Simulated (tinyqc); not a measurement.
Inversion-layer mobility, back-scattering and ballistic limit of a field-effect transistor: one step, computed by the program tinyqc.

The charge at the top of the source barrier is fixed by the gate; series resistance and short-channel effects are left out. F_j are Fermi integrals normalised to exp(eta) in the classical limit.

Problem. Back-scattering. F_j(eta) = (1/Gamma(j + 1)) int_0^infinity x^j/(1 + exp(x - eta)) dx, F_0 = ln(1 + exp(eta)). Integrals over x = E/(k_B T) use 160 Gauss-Legendre points in u = sqrt(x) from 0 to sqrt(max(eta, 0) + 32). Ballistic channel: N_2D = g_v m k_B T/(pi hbar^2), U = e V_D/(k_B T); eta_F solves N_inv = (N_2D/2)[F_0(eta_F) + F_0(eta_F - U)]; v_T = sqrt(2 k_B T/(pi m)); I/W = e (N_2D/2) v_T [F_1/2(eta_F) - F_1/2(eta_F - U)]; injection velocity v_T F_1/2(eta_F)/F_0(eta_F). Mean free path lambda = (2 k_B T/e)(mu/v_T) F_0(eta_0)/F_-1/2(eta_0), with eta_0 from N_inv = N_2D F_0(eta_0); critical length l = L (1 + U)^(-a), an empirical rule; back-scattering r = l/(l + lambda). Then eta solves N_inv = (N_2D/2)[(1 + r) F_0(eta) + (1 - r) F_0(eta - U)] and I/W = e (N_2D/2) v_T (1 - r)[F_1/2(eta) - F_1/2(eta - U)]. Ballistic ratio: I over the ballistic current. Apparent mobility 1/(1/mu + 1/mu_B), mu_B = mu L/lambda.

Inputs (values chosen for the exercise, modelled on a silicon p-channel):
```
quantity                           value  unit
transport mass m                     0.3   m_0
valley degeneracy g_v                  1     -
drain voltage V_D                   0.05     V
channel length L                     660    nm
exponent a of the critical length    0.8     -
temperature T                        300     K
```

Statistics at the top of the barrier: Fermi-Dirac.

inversion density N_inv = 1.731918e+12 1/cm^2

effective mobility mu = 108.6384 cm^2/(V s)

Constants: m_0 = 9.1093837015e-31 kg; k_B = 1.380649e-23 J/K; hbar = 1.054571817e-34 J s; k_B = 8.617333262e-05 eV/K; e = 1.602176634e-19 C.

Give: eta_0; mean free path lambda; critical length l; back-scattering coefficient r; current I/W; ballistic ratio; apparent low-field mobility.

Solution.

eta_0 = -0.3471

mean free path lambda = 6.360 nm

critical length l = 279.0 nm

back-scattering coefficient r = 0.9777

current I/W = 2.745 microampere/micrometre

ballistic ratio = 0.01332

apparent low-field mobility = 107.6 cm^2/(V s)

L/lambda = 103.78, but at this drain voltage only the first 279 nm can return a carrier to the source, so the device works at 1 % of its ballistic limit.
